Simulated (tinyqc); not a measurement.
From results back to parameters: effective mass of the conduction band from tabulated energies. Three cases, with inputs chosen for the exercise.

Problem. A band follows E (1 + alpha E) = c k^2/m, c = hbar^2/2m0. Its energies at two wave vectors are given.

Constants: hbar^2/2m0 = 3.80998211 eV angstrom^2.

Case 1.

Values chosen (out of a larger set: band of an eight-band Kane model near InSb; not measured data): k12 = (0.0054, 0.0144) 1/angstrom (two wave vectors).

energies (meV): 8.04264  49.60788

Case 2.

Values chosen (out of a larger set: band of an eight-band Kane model near Ge; not measured data): k12 = (0.0198, 0.0528) 1/angstrom (two wave vectors).

energies (meV): 37.90994  224.35987

Case 3.

Values chosen (out of a larger set: band of an eight-band Kane model near InAs; not measured data): k12 = (0.0093, 0.0248) 1/angstrom (two wave vectors).

energies (meV): 12.21676  74.20724

Find: y = c k^2/E; m; alpha.
Solution. y = m + m alpha E is a straight line through the two points.

Case 1.

y = c k^2/E (m0): 0.01381  0.01593
m = 0.0134 m0
alpha = 3.79 1/eV

Case 2.

y = c k^2/E (m0): 0.03940  0.04734
m = 0.0378 m0
alpha = 1.13 1/eV

Case 3.

y = c k^2/E (m0): 0.02697  0.03158
m = 0.0261 m0
alpha = 2.85 1/eV

Computed by tinyqc, one run a case: `OMP_NUM_THREADS=1 python tinyqc.py N N+1 out.jsonl` with N = 1880727, 1880748, 1880751; one thread of a shared Intel(R) Xeon(R) Processor @ 2.30GHz, about 0.01 s a run at most.
